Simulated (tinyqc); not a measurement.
Undoped gate-all-around wire MOSFET, analytic charge model: two steps of the calculation.

An undoped round wire of radius R under an insulator shell and a surrounding gate; long channel, electrons only, n = ni exp((psi - V)/Vt) with V the quasi-Fermi potential (0 at the source, Vd at the drain), constant mobility, no quantisation. The radial Poisson equation gives n(r) = n(0)/(1 - (1 - b) r^2/R^2)^2 with b = Q0/(Q + Q0). Q is the electron charge per area of the wire surface.

Inputs (values chosen for the exercise); material values close to those of gallium arsenide:
```
symbol  value        unit           meaning
T         325           K       temperature
R           4          nm       wire radius
mu        660  cm^2/(V s)  channel mobility
L         0.5          um       gate length
Vg       1.12           V      gate voltage
Vd        0.5           V     drain voltage
```

Constants: q = 1.602176634e-19 C, kB = 1.380649e-23 J/K, Vt = kB T/q. Results are converted to the units shown.

Problem 1. Charge at the source by Newton steps in y = ln(Q/Q0). With V = 0 and Q = Q0 exp(y): f = Q/Cox + Vt y + Vt ln(1 + Q/Q0) - (Vg - V0); df/dy = Q/Cox + Vt (1 + Q/(Q + Q0)); y(new) = y - f/(df/dy).

y after iteration 1 = 0.19818842
Cox = 4.0397436 uF/cm^2
Q0 = 322.36533 nC/cm^2
V0 = 0.99664810 V

Give: Q; f; df/dy; y after iteration 2.

Solution 1.

Q = 393.03 nC/cm^2
f = 0.0018133 V
df/dy = 0.14068 V
y after iteration 2 = 0.18530

Problem 2. Drain current and line charge. Q solves Vg - V0 - V = Q/Cox + Vt ln(Q/Q0) + Vt ln(1 + Q/Q0). I = mu (2 pi R/L)[2 Vt (Qs - Qd) + (Qs^2 - Qd^2)/(2 Cox) + Vt Q0 ln((Qd + Q0)/(Qs + Q0))], with Qs at V = 0 and Qd at V = Vd. Electrons per length at the source: 2 pi R Qs/q; surface over centre density: (1 + Qs/Q0)^2.

Qs = 387.96781 nC/cm^2
Qd = 4.6522191e-4 nC/cm^2
Cox = 4.0397436 uF/cm^2
Q0 = 322.36533 nC/cm^2

Give: first term; second term; third term; I; electrons per length; surface over centre density.

Solution 2.

first term = 0.7209 uA
second term = 0.6180 uA
third term = -0.2366 uA
I = 1.102 uA
electrons per length = 0.6086 1/nm
surface over centre density = 4.855

The square-law term makes up 56.1 % of the current.

Computed by the program tinyqc: `OMP_NUM_THREADS=1 python tinyqc.py 2460045 2460046 out.jsonl`, one thread of a shared Intel Xeon 2.30GHz, about 0.02 s for the whole run.
